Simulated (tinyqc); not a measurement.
Inside a calculation. Model: strain-driven roughening and islands of a mismatched epitaxial film. Computed by tinyqc, a small Python program that keeps every step. Command: `OMP_NUM_THREADS=1 python tinyqc.py 3024781 3024782 out.jsonl island walk`. One thread of a shared host (Intel(R) Xeon(R) Processor @ 2.30GHz), about 0.01 s of CPU time with the checks. Intermediate numbers are printed to about 6 digits and carried at full precision; extremes and crossings named in words are read from the listed rows.

Film and substrate share isotropic elastic constants; the film is coherent and biaxially strained.

Inputs (values chosen for the exercise, modelled on InAs on InP): misfit |f| = 0.0311; shear modulus G = 30 GPa; Poisson ratio nu = 0.32; surface energy gamma = 0.725 J/m^2; contact angle of the shallow shape theta_1 = 11.6 degrees; contact angle of the steep shape theta_2 = 33.4 degrees; facet energy of shape 1 over gamma = 0.9952; facet energy of shape 2 over gamma = 1.001; wetting energy gamma_s - gamma = 0.14 J/m^2; decay length of wetting delta = 0.42 nm; surface mobility D_s nu_s Omega^2/(k_B T) = 3.5e-32 m^6/(J s); initial ripple amplitude A0 = 0.095 nm; ripple wavelength over the critical one = 2.3; island volume V = 330 nm^3.

Transport: surface diffusion.

Constants: e = 1.602176634e-19 C.

## Elastic energy of the flat film

M = 2 G (1 + nu)/(1 - nu); stress = M f; energy density w = M f^2.

biaxial modulus M = 116.471 GPa

stress = 3.62224 GPa

energy density w = 112.652 MJ/m^3

## Asaro-Tiller-Grinfeld instability

A ripple A cos(k x) has the surface chemical potential per volume [gamma k^2 - 2 (1 + nu) w k] A cos(k x), so k_c = 2 (1 + nu) w/gamma. With surface diffusion the amplitude grows at the rate q = B k^2 [2 (1 + nu) w k - gamma k^2], fastest at k_m = (3/4) k_c. B is the surface mobility.

k_c = 0.410207 1/nm

critical wavelength = 15.3171 nm

fastest wavelength = 20.4228 nm

growth time 1/q at k_m = 0.0131965 s

A ripple of A0 needs about 0.031 s to reach a twentieth of its wavelength.

## A ripple of given wavelength

A ripple A cos(k x) has the surface chemical potential per volume [gamma k^2 - 2 (1 + nu) w k] A cos(k x), so k_c = 2 (1 + nu) w/gamma. With surface diffusion the amplitude grows at the rate q = B k^2 [2 (1 + nu) w k - gamma k^2], fastest at k_m = (3/4) k_c. B is the surface mobility. Stress at the trough = stress x (1 + 2 k A).

k = 0.178351 1/nm

rate q = 33.3772 1/s

q over the largest rate = 0.440462

stress concentration at A0 = 1.03389

The ripple grows.

## Wetting layer

The surface energy depends on thickness as gamma + (gamma_s - gamma) exp(-h/delta). Its curvature adds W2 = (gamma_s - gamma) exp(-h/delta)/delta^2 to the restoring terms; the flat film is stable while W2 > (1 + nu)^2 w^2/gamma, which gives h_c = delta ln[(gamma_s - gamma) gamma/(delta^2 (1 + nu)^2 w^2)], or 0 if negative.

wetting-layer thickness h_c = 1.36876 nm

Layer-by-layer growth up to h_c, then roughening: the Stranski-Krastanov mode.

## Island nucleation

Shallow faceted island (Tersoff form): E = 4 Gam V^(2/3) tan^(1/3)(theta) - 6 c V tan(theta), Gam = gamma [x/sin(theta) - 1/tan(theta)], x the facet energy over gamma, c = stress^2 (1 - nu)/(2 pi G). The barrier is the maximum of E, at V_c = [4 Gam/(9 c)]^3 / tan^2(theta) (1 GPa nm = 1 J/m^2).

c = 0.0473327 GPa

Gam of shape 1 = 0.0563361 J/m^2

critical volume, shape 1 = 3.51298 nm^3

barrier, shape 1 = 0.639109 eV

Gam of shape 2 = 0.218827 J/m^2

critical volume, shape 2 = 19.9529 nm^3

barrier, shape 2 = 11.6604 eV

The shallow shape has the lower barrier. Each barrier is a third of the surface term at V_c and scales as Gam^3/c^2, that is as f^(-4). Caution: a critical island of a few cubic nanometres holds a few hundred atoms at most, and edge energies, left out here, matter.

## Which shape at the volume V

The two energies cross at V_x^(1/3) = 4 [Gam_2 t2^(1/3) - Gam_1 t1^(1/3)]/(6 c (t2 - t1)), t = tan(theta); mu = dE/dV.

E of shape 1 = -80.4516 eV

E of shape 2 = -158.624 eV

crossing volume V_x = 115.981 nm^3

jump of mu at V_x, shape 2 less shape 1 = -42.9883 MJ/m^3

At V the steep shape is lower. At V_x the chemical potential drops, so islands that have turned steep grow at the cost of the shallow ones. Caution: the shallow-slope form overstates the relaxation of facets steeper than about 25 degrees.

## Scaling with the misfit

A ripple A cos(k x) has the surface chemical potential per volume [gamma k^2 - 2 (1 + nu) w k] A cos(k x), so k_c = 2 (1 + nu) w/gamma. With surface diffusion the amplitude grows at the rate q = B k^2 [2 (1 + nu) w k - gamma k^2], fastest at k_m = (3/4) k_c. V_c = [4 Gam/(9 c)]^3/tan^2(theta), barrier = (4/3) Gam V_c^(2/3) tan^(1/3)(theta); the growth time is 1/q at k_m.

Misfit scaled at fixed constants:
```
|f| (%)  fastest wavelength (nm)  growth time (s)  V_c of shape 1 (nm^3)  barrier of shape 1 (eV)
0.7775                   326.765      8.64845e+02            1.43892e+04              1.63612e+02
1.0885                   166.717      5.86022e+01            1.91103e+03              4.25895e+01
1.5550                    81.691      3.37830e+00            2.24831e+02              1.02257e+01
2.1770                    41.679      2.28915e-01            2.98599e+01              2.66184e+00
3.1100                    20.423      1.31965e-02            3.51298e+00              6.39109e-01
4.3540                    10.420      8.94199e-04            4.66560e-01              1.66365e-01
```

Halving the misfit stretches the wavelength 4 times, the barrier 16 times, the volume 64 times and the time 256 times: f^(-2), f^(-4), f^(-6), f^(-8). Over these rows the time spans 6.0 decades: strongly mismatched films tend to roughen first, while dilute alloys have time to stay flat. Rows with wavelengths under 10 nm or volumes under 5 nm^3 are beyond the continuum picture.

Checks made by the program: k_m against a numerical maximum of the rate (relative difference 4e-10).
